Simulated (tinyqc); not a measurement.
Crystal pulling from the melt: segregation, interface stability, heat balance and point-defect regime: one step, computed by the program tinyqc. Command: `OMP_NUM_THREADS=1 python tinyqc.py 3029995 3029996 out.jsonl pull walk`. One thread of a shared host (Intel(R) Xeon(R) Processor @ 2.30GHz), about 0.01 s of CPU time with the checks.

A dilute solute; steady pulling with a flat interface unless it is found unstable.

Question. Heat balance and the ratio V/G. k_S G_S = k_L G_L + L V; the largest rate for this G_S, with G_L = 0, is k_S G_S/L. Voronkov: the crystal grows vacancy-rich if V/G_S > xi_c and interstitial-rich if below; at fixed G_L the neutral rate solves V = xi_c G_S(V).

Inputs (values chosen for the exercise, modelled on aluminium in silicon):

| quantity | value | unit |
|---|---|---|
| pull rate V | 1.1 | mm/min |
| gradient in the melt G_L | 16 | K/cm |
| solid conductivity k_S | 21 | W/(m K) |
| melt conductivity k_L | 57 | W/(m K) |
| latent heat per volume L | 4300 | J/cm^3 |
| critical ratio xi_c | 0.12 | mm^2/(min K) |

Give: gradient in the solid G_S; largest rate; V/G_S; neutral pull rate.

Answer.

gradient in the solid G_S = 80.97 K/cm

largest rate = 2.373 mm/min

V/G_S = 0.1359 mm^2/(min K)

neutral pull rate = 0.8826 mm/min

V/G_S is 1.13 xi_c: vacancies survive and can cluster into voids. Latent heat makes up 46 % of the flux.
